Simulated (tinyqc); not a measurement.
The same layer on three faces: band edges of strained Si(1-x)Ge(x) on relaxed Si(1-y)Ge(y).

Values are linear in the Ge fraction but for ED(x) = linear - CD x (1 - x) and a(x) = linear - Ca x (1 - x). Energies are on the common scale of Ev.

Coherent growth: e_par = (a(y) - a(x))/a(x). (001): e_perp = -2 (C12/C11) e_par; exx = eyy = e_par, ezz = e_perp, no shear. (111): e_perp = -(2 C11 + 4 C12 - 4 C44)/(C11 + 2 C12 + 4 C44) e_par; exx = eyy = ezz = (2 e_par + e_perp)/3 and exy = eyz = ezx = (e_perp - e_par)/3. (110): e_perp = -(C11 + 3 C12 - 2 C44)/(C11 + C12 + 2 C44) e_par; exx = eyy = (e_par + e_perp)/2, ezz = e_par, exy = (e_perp - e_par)/2, eyz = ezx = 0.

A valley with unit axis u lies at Ev + gap + (av + a_valley) tr(e) + Xu (u.e.u - tr(e)/3); the Delta axes are x, y, z and the L axes [111], [1-1-1], [-11-1], [-1-11]. The second-order shift of the Delta valleys under shear is left out; it lowers the pair normal to the sheared plane by tens of meV at a shear of 1 %.

Valence edges: Ev plus the levels of the 6 x 6 matrix of X, Y, Z times spin with -Dso/3 + l exx + m (eyy + ezz) on the diagonal (cyclic), n exy off it, l = av + 2 b, m = av - b, n = sqrt(3) d. Spin-orbit term (Dso/3) L.sigma on X, Y, Z with (L_k)_ij = -i epsilon_kij: <X+|H|Y+> = -i Dso/3, <X+|H|Z-> = Dso/3, <Y+|H|Z-> = -i Dso/3, <Z+|H|X-> = -Dso/3, <Z+|H|Y-> = i Dso/3, <X-|H|Y-> = i Dso/3, and their conjugates; + and - are the spin along z.

Parameters, chosen for this exercise (end members near Si and Ge, in this order; not measured data): a = (5.428, 5.65) angstrom (lattice constant); Dso = (0.044, 0.289) eV (spin-orbit splitting); av = (2.45, 1.26) eV (valence hydrostatic potential); b = (-2.08, -2.52) eV (tetragonal shear potential); d = (-4.84, -5.33) eV (trigonal shear potential); C11 = (163.5, 129.2) GPa; C12 = (63.3, 47.8) GPa; C44 = (80.7, 65.9) GPa; Ev = (0, 0.61) eV (top of the unstrained valence band); ED = (1.142, 0.937) eV (gap to the Delta valleys); EL = (2.002, 0.731) eV (gap to the L valleys); aD = (1.64, 1.28) eV (hydrostatic potential of the Delta gap); aL = (-3.05, -3.05) eV (hydrostatic potential of the L gap); XuD = (8.88, 9.46) eV (uniaxial potential, Delta); XuL = (16.58, 14.89) eV (uniaxial potential, L); CD = 0.227 eV (bowing of the Delta gap); Ca = 0 angstrom (bowing of the lattice constant); x = 0.45 (Ge fraction of the layer); y = 0 (Ge fraction of the relaxed buffer).

dEc = Ec(buffer) - Ec(layer), dEv = Ev(layer) - Ev(buffer); buffer edges Ev(y) and Ev(y) + min(ED, EL). The digit behind Delta or L counts whole valleys.

Results:
```
face   e_par (%)  lowest valleys  gap (eV)  next valleys above (meV)  valence splitting (meV)  dEc (eV)  dEv (eV)  Delta spread (meV)  L spread (meV)
(001)      -1.81          Delta4     0.791                       291                       75     0.047     0.304                 291               0
(111)      -1.81          Delta6     0.877                       478                       76    -0.028     0.293                   0             357
(110)      -1.81          Delta2     0.796                       122                       80     0.049     0.298                 122             282
```

On (001) only the Delta valleys split (291 meV), on (111) only the L valleys (357 meV), on (110) both (122 and 282 meV). The lowest valleys are Delta4 on (001), Delta6 on (111) and Delta2 on (110); the smallest gap is 0.791 eV on (001) and the largest 0.877 eV on (111).

Run: tinyqc, `OMP_NUM_THREADS=1 python tinyqc.py 1080308 1080309 out.jsonl`; Intel(R) Xeon(R) Processor @ 2.30GHz, one thread, shared host; about 0.01 s of CPU time with all checks.
